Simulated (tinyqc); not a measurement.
Low-temperature mobility of a two-dimensional electron gas with static screening: one step, computed by the program tinyqc. Command: `OMP_NUM_THREADS=1 python tinyqc.py 3017531 3017532 out.jsonl twodeg walk`. One thread of a shared host (Intel(R) Xeon(R) Processor @ 2.30GHz), about 0.01 s of CPU time with the checks.

One subband is filled, the gas is degenerate and scatters at the Fermi circle; one permittivity serves on both sides of the interface. All formulas are in SI units, masses times m_0. Piezoelectric and polar phonons are left out, and n_s is taken as set by a gate, independent of N_i.

Task: Fermi circle, screening and layer thickness. k_F = sqrt(2 pi n_s/g_v); E_F = hbar^2 k_F^2/(2 m); q_TF = g_v m e^2/(2 pi eps eps_0 hbar^2); Fang-Howard parameter b = [12 m_z e^2 (N_d + 11 n_s/32)/(eps eps_0 hbar^2)]^(1/3), mean depth 3/b; effective field F = e (N_d + n_s/2)/(eps eps_0).

Inputs (values chosen for the exercise, modelled on a silicon inversion layer): in-plane mass m = 0.184 m_0; mass across the layer m_z = 0.904 m_0; permittivity eps = 11.8; valley degeneracy g_v = 2; sheet density n_s = 4.7e+12 1/cm^2; depletion charge N_d = 1.4e+11 1/cm^2.

Wave function: Fang-Howard. Roughness spectrum: Gaussian.

Constants: m_0 = 9.1093837015e-31 kg; e = 1.602176634e-19 C; eps_0 = 8.8541878128e-12 F/m; hbar = 1.054571817e-34 J s.

Give: k_F; E_F; q_TF; b; mean depth; effective field F.

Result:

k_F = 0.3843 1/nm

E_F = 30.57 meV

q_TF = 1.179 1/nm

b = 1.565 1/nm

mean depth = 1.917 nm

effective field F = 0.3818 MV/cm

q_TF/(2 k_F) = 1.53: screening is strong for back-scattering.
